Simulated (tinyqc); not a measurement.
## Random telegraph noise from one oxide trap in a small MOSFET: effect of the temperature

An acceptor-like trap exchanges electrons with the channel. Inversion charge Q = Cox u, u = n Vt W0(exp((Vg - VT)/(n Vt))), W0 the Lambert function, n = nf, Cox = eps0 eox/tox; linear regime Id = (W/L) mu Q Vd. Relative to threshold the surface potential rises by Vt ln(u/u0) and the oxide voltage by the rest of Vg - VT, with u0 = n Vt W0(1).

N = Cox u/q; dpsi = Vt ln(u/u0); E = E0 - dpsi - (xt/tox)(Vg - VT - dpsi); capture time tc = 1/[(N/zi) vth s0 exp(-xt/lt - EB/Vt)]; emission time te = tc exp(-E/Vt); occupancy te/(tc + te). A = W L; threshold step dV = q (1 - xt/tox)/(Cox A); gm/Id = 1/(u + n Vt); relative step dI/I = (gm/Id) dV + asc mu/A. fc = (1/tc + 1/te)/(2 pi); rms = (dI/I) sqrt(tc te)/(tc + te). VT, nf, vth and mu are held fixed.

Inputs (values chosen for the exercise); values of the order met in silicon transistors:

| symbol | value | unit | meaning |
|---|---|---|---|
| eox | 24.4 |  | relative permittivity of the gate insulator (close to zirconium oxide) |
| tox | 5.4 | nm | insulator thickness |
| xt | 1.1 | nm | depth of the trap from the channel interface |
| E0 | 0.08 | eV | trap level above the channel Fermi level at threshold |
| s0 | 5e-16 | cm^2 | capture prefactor |
| EB | 0.54 | eV | capture barrier (lattice relaxation) |
| lt | 0.12 | nm | tunnelling decay length |
| vth | 1.5e7 | cm/s | thermal velocity |
| zi | 2.6 | nm | thickness of the inversion layer |
| VT | 0.55 | V | threshold voltage |
| nf | 1.34 |  | body factor |
| W | 90 | nm | gate width |
| L | 110 | nm | gate length |
| mu | 360 | cm^2/(V s) | mobility |
| asc | 3.2e-16 | V s | scattering coefficient of the charged trap |
| Vd | 0.05 | V | drain voltage |
| Vg | 0.74 | V | gate voltage |

Constants: q = 1.602176634e-19 C, kB = 1.380649e-23 J/K, Vt = kB T/q, eps0 = 8.8541878128e-14 F/cm where lengths are in cm. Results are converted to the units shown.

Results:
```
T (K)     E (eV)   tc (s)   te (s)  occupancy  dI/I (%)   fc (Hz)  rms dI/I (%)
180     0.009958  1.174e8  6.176e7     0.3448    0.3060  3.933e-9        0.1455
210     0.007215  8.268e5  5.549e5     0.4016    0.3051  4.793e-7        0.1496
240     0.004786  2.013e4  1.597e4     0.4424    0.3036  1.787e-5        0.1508
270     0.002621     1119     1000     0.4719    0.3017  3.013e-4        0.1506
300     6.810e-4    110.9    108.0     0.4934    0.2994  0.002908        0.1497
330    -0.001066    16.72    17.36     0.5094    0.2969   0.01869        0.1484
390    -0.004079   0.9080    1.025     0.5303    0.2912    0.3305        0.1453
```

Estimate the missing row, T = 360 K.

Computed row:
```
T (K)     E (eV)  tc (s)  te (s)  occupancy  dI/I (%)  fc (Hz)  rms dI/I (%)
360    -0.002645   3.453   3.760     0.5213    0.2941  0.08842        0.1469
```

With this row back in the table: As T goes from 180 to 390, tc falls from 1.17e8 to 0.908 s, te falls from 6.18e7 to 1.03 s and dI/I falls from 0.306 to 0.291 %. Activation energies over the table: 0.538 eV for capture (EB = 0.54 eV, altered by the change of N) and 0.516 eV for emission.

Range of the model: VT is taken as given; short-channel effects and the uneven flow of current among few electrons are left out.

tinyqc, about 0.01 s, one thread, Intel Xeon 2.30GHz (shared host): `OMP_NUM_THREADS=1 python tinyqc.py 2710148 2710149 out.jsonl`
